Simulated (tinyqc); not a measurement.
Rise against time: self-heating of a transistor with one or more fingers, with temperature-dependent conductivity. Computed by tinyqc, a small Python program. Command: `OMP_NUM_THREADS=1 python tinyqc.py 3018069 3018070 out.jsonl selfheat walk`. One thread of a shared host (Intel(R) Xeon(R) Processor @ 2.30GHz), about 0.08 s of CPU time with the checks.

N long parallel fingers lie on the top face of a slab whose bottom is held at T_0; the top is otherwise insulated, and heat flows in two dimensions. P in W/mm is 1000 P in W/m.

Inputs (values chosen for the exercise, modelled on germanium):
```
quantity                                      value           unit
conductivity at the base temperature kappa_0   57.6        W/(m K)
power per gate width P                         0.65           W/mm
fingers N                                         3              -
finger pitch s                                   25     micrometre
width of the heat source w                        1     micrometre
substrate thickness t                           100     micrometre
heat capacity C                                1.64  1e6 J/(m^3 K)
pulse length                                    130    microsecond
```

Power: power rises with temperature.

Method:
- A line source of power P on the top face raises the top at distance x by (P/(pi kappa_0)) g(x), g(x) = -ln tanh(pi x/(4 t)) (the image sum for the slab). On a strip of width w the centre sees the mean of g over the strip, g_0 = 1 + ln(8 t/(pi w)) for w much below t.
- theta_i = (P/(pi kappa_0)) [g_0 + sum over j != i of g(|i - j| s)], with equal powers and constant conductivity; thermal resistance = largest theta/P.
- After switching on, theta(tau) = (P D/kappa_0) int_0^tau X(u) Z(u) du at the hottest finger, D = kappa_0/C; X = sum over fingers at distance x of [erf((x + w/2)/r) - erf((x - w/2)/r)]/(2 w), Z = sum_(j=-200..200) (-1)^j exp(-(2 j t/r)^2)/sqrt(pi D u), r = 2 sqrt(D u); trapezoid rule on 300 points evenly spaced in ln u from u_0 = 1e-3 min(tau, w^2/D) to tau, plus the exact piece 2 sqrt(u_0/(pi D))/w below u_0. Conductivity and power are held at their base values here, and Fourier's law is used even where the diffusion length is near a phonon free path.

diffusivity D = 35.1220 micrometre^2/microsecond

theta of each finger (K): 32.9204  35.2777  32.9204

largest theta = 35.2777 K

Heating curve:
```
time (microsecond)  sqrt(D time) (micrometre)  rise (K)  share of the steady rise
2.80e-04                             0.099167    1.2627                   0.03579
0.0028                                0.31359     3.717                    0.1054
0.028                                 0.99167    7.5426                    0.2138
0.28                                   3.1359    11.644                    0.3301
2.8                                    9.9167    16.092                    0.4562
14                                     22.174    21.769                    0.6171
57                                     44.743     28.54                     0.809
170                                    77.271    33.445                     0.948
430                                    122.89    35.142                    0.9962
```

What does the comparison show, and why?

Half the steady rise is reached between 2.8 and 14 microseconds, and the last row holds 99.6 % of it; the slowest time constant is 4 t^2/(pi^2 D) = 115 microseconds. While the diffusion length lies between w and the pitch or thickness, the rise grows as the logarithm of time; once it nears the pitch of 25 micrometre the neighbours add their heat.

Extremes, crossings and ranges named in words are read from the listed rows.
